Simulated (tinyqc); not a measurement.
Strength against creep resistance: grain growth, pinning, strength and diffusional creep of a polycrystal or thin film. Computed by tinyqc, a small Python program. Command: `OMP_NUM_THREADS=1 python tinyqc.py 3027890 3027891 out.jsonl grain walk`. One thread of a shared host (Intel(R) Xeon(R) Processor @ 2.30GHz), about 0.01 s of CPU time with the checks.

One mean grain size d describes the structure.

Inputs (values chosen for the exercise, modelled on aluminium):

| quantity | value | unit |
|---|---|---|
| atomic volume Omega | 16.59 | angstrom^3 |
| boundary energy gamma | 0.33 | J/m^2 |
| mobility prefactor M0 | 1.5e-07 | m^4/(J s) |
| activation energy of boundary motion Q_m | 1.06 | eV |
| anneal temperature T | 482 | K |
| anneal time t | 12000 | s |
| initial grain size d0 | 20 | nm |
| particle volume fraction f | 0.0027 | - |
| particle radius r | 5.8 | nm |
| film thickness h | 1900 | nm |
| surface energy gamma_s | 0.89 | J/m^2 |
| Hall-Petch slope k_y | 0.069 | MPa m^0.5 |
| lattice diffusion energy Q_l | 1.38 | eV |
| boundary diffusion energy Q_b | 0.875 | eV |
| lattice prefactor D0 | 0.00014 | m^2/s |
| boundary prefactor delta D0b | 1.6e-14 | m^3/s |
| applied stress sigma | 11 | MPa |
| service temperature T_c | 260 | K |

Sample: thin film on a substrate.

Constants: k_B = 8.617333262e-05 eV/K; k_B = 1.380649e-23 J/K.

Method:
- M = M0 exp(-Q_m/(k_B T)). The driving pressure is 2 gamma/d. Zener pinning pressure 3 f gamma/(2 r) stops growth at d_Z = 4 r/(3 f). Grooves where boundaries meet the surface have the angle theta = arcsin(gamma/(2 gamma_s)) and are taken to stop growth at d_h = h/(2 theta), a few film thicknesses; the limit is 1/d_lim = 1/d_Z + 1/d_h.
- dd/dt = 2 M gamma (1/d - 1/d_lim) integrates to 2 M gamma t = d_lim (d0 - d) + d_lim^2 ln[(d_lim - d0)/(d_lim - d)]; without pinning d^2 = d0^2 + 4 M gamma t.
- Nabarro-Herring rate = 14 sigma Omega D_l/(k_B T d^2), D_l = D0 exp(-Q_l/(k_B T)); Coble rate = 14 pi sigma Omega delta D_b/(k_B T d^3), delta D_b = delta D0b exp(-Q_b/(k_B T)); they are equal at d_x = pi delta D_b/D_l.
- Hall-Petch term k_y/sqrt(d).

crossover size d_x = 2.20771e+06 micrometre

At T_c and sigma:

| d (nm) | Hall-Petch term (MPa) | Nabarro-Herring (1/s) | Coble (1/s) | time to 1 % (s) |
|---|---|---|---|---|
| 30 | 398.37 | 1.9706e-16 | 1.4502e-08 | 6.8957e+05 |
| 100 | 218.20 | 1.7736e-17 | 3.9155e-10 | 2.5539e+07 |
| 300 | 125.98 | 1.9706e-18 | 1.4502e-11 | 6.8957e+08 |
| 1000 | 69.00 | 1.7736e-19 | 3.9155e-13 | 2.5539e+10 |
| 3000 | 39.84 | 1.9706e-20 | 1.4502e-14 | 6.8956e+11 |
| 10000 | 21.82 | 1.7736e-21 | 3.9155e-16 | 2.5539e+13 |
| 100000 | 6.90 | 1.7736e-23 | 3.9155e-19 | 2.5538e+16 |

From 100 micrometre to 30 nm grains the Hall-Petch term grows 58 times, while the time to 1 % strain shrinks by 10.6 decades. Coble creep rules in 7 of the seven rows (d_x is a millimetre or more). Fine grains resist slip but creep fast. The Hall-Petch value at 30 nm is at the edge of that law, and in a film grains much larger than h lose atoms to the surfaces instead.

Extremes, crossings and ranges named in words are read from the listed rows.
